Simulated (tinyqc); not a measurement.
Ways to converge the cycle: SCF convergence aids in the sto-6g basis, for BeH, spin multiplicity 2. Computed by the program tinyqc with PySCF. 

Geometry (angstrom):
```
atom       x       y       z
Be    0.0000  0.0000  0.0000
H     0.0000  0.0000  2.3470
```

lowest solution found by these runs and by PySCF with stability checks = -14.988138 hartree

UHF with one setting changed at a time; a run stops when the energy changes by less than 1e-09 hartree and the error matrix is below 1e-5. The start is the Wolfsberg-Helmholz matrix. Damping d keeps d of the old density; a shift (hartree) raises the virtual levels; DIIS n extrapolates F over n matrices.

Largest element of the error matrix X^T (FDS - SDF) X:
```
iteration    plain  damping 0.3  damping 0.6  shift 0.4   DIIS 3   DIIS 8
1          2.0e-01      2.0e-01      2.0e-01    2.0e-01  2.0e-01  2.0e-01
2          7.4e-02      4.8e-02      1.1e-01    9.6e-02  7.4e-02  7.4e-02
3          4.9e-02      4.5e-02      7.1e-02    5.0e-02  5.0e-02  5.0e-02
4          5.6e-02      5.0e-02      5.2e-02    4.5e-02  4.9e-02  4.9e-02
5          5.9e-02      5.5e-02      4.6e-02    5.2e-02  5.6e-02  5.5e-02
6          4.6e-02      5.8e-02      4.6e-02    5.7e-02  2.9e-02  3.4e-02
8          1.4e-02      4.6e-02      5.5e-02    6.4e-02  3.4e-03  8.8e-03
10         3.7e-03      2.4e-02      5.7e-02    5.8e-02  4.5e-04  2.8e-04
14         6.6e-04      4.1e-03      4.0e-02    2.1e-02  6.6e-05        -
20         4.3e-05      7.7e-04      1.2e-02    5.3e-03  4.2e-06        -
30               -      4.1e-05      1.8e-03    5.9e-04        -        -
45               -            -      1.8e-04    2.0e-05        -        -
60               -            -      1.7e-05          -        -        -
```

How each run ends:
```
run          iterations  E (hartree)                                                        state
plain                24    -14.92159                                                       higher
damping 0.3          35    -14.92159                                                       higher
damping 0.6         >60    -14.92159  falls steadily but slowly, by a factor of about 0.85 a step
shift 0.4            49    -14.92159                                                       higher
DIIS 3               20    -14.80607                                                       higher
DIIS 8               13    -14.80607                                                       higher
```

No run reaches the lowest solution found. Ending on a higher stationary point: plain, damping 0.3, shift 0.4, DIIS 3, DIIS 8; a small error matrix cannot reveal that, and an occupation fixed by the start is kept by symmetry or by the shape of the basin. Not converged: damping 0.6. Plain steps already contract here, so damping only slows them. DIIS 3 and DIIS 8 gain by cancelling the error over several earlier matrices, much as a quasi-Newton step does.
